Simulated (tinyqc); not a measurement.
Current crowding under a contact, resistor ladder against the transmission-line model: one step of the calculation.

A metal contact of length d and width W on a thin layer of the same width. The metal has no resistance, the sheet resistance under it equals Rsh, and current enters the layer at the front edge x = 0.

Question. The transmission-line result. Transfer length Lt = sqrt(rc/Rsh); front resistance Rc = (Rsh Lt/W) coth(d/Lt); end resistance Re = (Rsh Lt/W)/sinh(d/Lt). v(x) = I (Rsh Lt/W) cosh((d - x)/Lt)/sinh(d/Lt) at the cell centres x = (i - 1/2) d/n.

Inputs (values chosen for the exercise):
- Rsh = 4600 ohm/sq (sheet resistance of the semiconductor layer)
- rc = 2.6e-5 ohm cm^2 (specific contact resistivity)
- d = 1.7 um (contact length)
- W = 6.8 um (contact width)
- n = 10 (cells)
- I = 0.5 mA (current)

Wanted: Lt; Rc; Re; v(x).

Answer.

Lt = 0.7518 um
Rc = 519.7 ohm
Re = 107.2 ohm

| cell | v(x) (mV) |
|---|---|
| 1 | 232.7 |
| 2 | 187.1 |
| 3 | 151.0 |
| 4 | 122.7 |
| 5 | 100.7 |
| 6 | 83.8 |
| 7 | 71.3 |
| 8 | 62.4 |
| 9 | 56.7 |
| 10 | 53.9 |

The ladder's Rc is 0.66 % above this value, with cells 0.23 Lt long.

Computed by the program tinyqc: `OMP_NUM_THREADS=1 python tinyqc.py 2760046 2760047 out.jsonl`, one thread of a shared Intel Xeon 2.30GHz, about 0.01 s for the whole run.
